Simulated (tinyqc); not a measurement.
# Crystallisation kinetics and data retention of a phase-change cell: kissinger analysis

Johnson-Mehl-Avrami-Kolmogorov law X = 1 - exp(-y^n), y = integral of k dt, k = (1/100 s) exp[-(Ec q/kB)(1/T - 1/T1)].

Tp is the temperature of the largest dX/dt on a ramp of rate b (b in K/min in the logarithm).

Inputs (values chosen for the exercise); values of the order of Ge-Sb-Te and related chalcogenides: activation energy of crystallisation Ec = 3.14 eV; temperature at which the rate k is 1/(100 s) T1 = 454 K; Avrami exponent n = 4.

Constants: q = 1.602176634e-19 C, kB = 1.380649e-23 J/K. Results are converted to the units shown.

Kissinger analysis:

| b (K/min) | Tp (K) | q/kB Tp (1/eV) | ln(b/Tp^2) | X at the peak |
|---|---|---|---|---|
| 0.5 | 443.8 | 26.15 | -12.88 | 0.6300 |
| 1 | 447.5 | 25.93 | -12.21 | 0.6299 |
| 2 | 451.2 | 25.72 | -11.53 | 0.6299 |
| 5 | 456.3 | 25.43 | -10.64 | 0.6299 |
| 10 | 460.2 | 25.22 | -9.961 | 0.6299 |
| 20 | 464.1 | 25.00 | -9.285 | 0.6299 |
| 50 | 469.5 | 24.72 | -8.391 | 0.6298 |
| 100 | 473.6 | 24.50 | -7.716 | 0.6298 |

What does the comparison show?

Tp rises from 444 to 474 K. The slope of ln(b/Tp^2) against q/kB Tp between the end rows is -3.139 eV, against Ec = 3.14 eV, and X at the peak stays near 1 - 1/e = 0.632 (0.630 to 0.630).

Range of the model: One Arrhenius rate is assumed; incubation, growth from the boundary and the non-Arrhenius kinetics of the supercooled liquid are left out.

Program tinyqc, `OMP_NUM_THREADS=1 python tinyqc.py 2490062 2490063 out.jsonl`; Intel Xeon 2.30GHz, shared host, one thread, about 0.03 s.
